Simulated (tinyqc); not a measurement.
Three regimes over temperature: precursor delivery and alloy composition in metal-organic vapour-phase epitaxy. Computed by tinyqc, a small Python program. Command: `OMP_NUM_THREADS=1 python tinyqc.py 3004111 3004112 out.jsonl movpe walk`. One thread of a shared host (Intel(R) Xeon(R) Processor @ 2.30GHz), about 0.01 s of CPU time with the checks.

Carrier gas leaves each bubbler saturated. Group-III species cross a boundary layer and react at the surface; element 2 can also desorb. The film is (1)_(1-x) (2)_x V with a zinc-blende cell.

Inputs (values chosen for the exercise, close to those used for AlGaAs from TMAl and TMGa): source 1: a in log10(p/torr) = a - b/T = 8.22; source 1: b = 2134 K; source 1: bath temperature = 19 C; source 1: carrier flow = 38 sccm; source 2: a = 8.07; source 2: b = 1703 K; source 2: bath temperature = -10 C; source 2: carrier flow = 3.1 sccm; bubbler pressure p_b = 1000 torr; group-V hydride flow = 35 sccm; total flow = 24 slm; reactor pressure p = 40 torr; diffusivity D0 at 273.15 K and 760 torr = 0.41 cm^2/s; boundary layer delta = 1.3 cm; prefactor of the surface rate k_s = 1.3e+13 cm/s; energy of k_s = 1.84 eV; prefactor of the loss of element 2 = 1.1e+17 layers/s; energy of the loss = 3.63 eV; lattice constant a = 5.655 angstrom.

Constants: k_B = 1.380649e-23 J/K; k_B = 8.617333262e-05 eV/K.

Method:
- Temperatures in kelvin are T(C) + 273.15.
- Vapour pressure p_v = 10^(a - b/T); precursor flow = carrier flow x p_v/(p_b - p_v); 1 sccm = 44.615 micromol/min; V/III = hydride flow over the sum of both; gas share x_g = F2/(F1 + F2).
- Partial pressure p_i = p F_i/(44615 x total flow in slm); density n_i = p_i/(k_B T), 1 torr = 133.322 Pa; D = D0 (T/273.15)^1.75 (760/p), h = D/delta, the same for both; k_s = prefactor x exp(-energy/(k_B T)); arrival J_i = n_i/(1/h + 1/k_s); in layers per second g_i = J_i a^2/2 (two group-III sites per a^2 on (001)).
- Loss of element 2 is r x with r = prefactor x exp(-energy/(k_B T)). Then x = (g2 - r x)/(g1 + g2 - r x), or r x^2 - (g1 + g2 + r) x + g2 = 0, smaller root; growth rate G = g1/(1 - x) layers/s; one layer is a/2 thick, 1 angstrom/s = 0.36 um/h.

molar flows (micromol/min): F1 14.0730, F2 5.71249

gas share x_g = 0.288721

Growth:
```
T (C)       k_s/h  r (layers/s)        x  G (um/h)
450    5.9302e-02    5.5359e-09  0.28872   0.02961
500    3.5608e-01    2.3946e-07  0.28872   0.14603
550    1.7079e+00    6.5544e-06  0.28872   0.36763
600    6.8039e+00    1.2280e-04  0.28867   0.53113
650    2.3209e+01    1.6751e-03  0.28815   0.60848
700    6.9453e+01    1.7468e-02  0.28318   0.64643
750    1.8590e+02    1.4485e-01  0.24839   0.64586
800    4.5217e+02    9.8631e-01  0.12936   0.57970
850    1.0124e+03    5.6614e+00  0.03367   0.54110
```

What follows from these numbers?

G peaks at 700 C among these rows. Between the first rows the apparent energy is 1.54 eV, against 1.84 eV for k_s, as control is already mixed; k_s passes h between 500 and 550 C, well above which G depends weakly on T until desorption sets in. Among these rows x stays within 2 % of x_g up to 700 C and then falls, to 0.034 in the last row, as element 2 desorbs. Caution: trimethylaluminium is largely a dimer in the vapour, which would double its metal flow; it is counted as a monomer here. Caution: in these rows, too, a is fixed and both precursors share one D and k_s.

Extremes, crossings and ranges named in words are read from the listed rows.
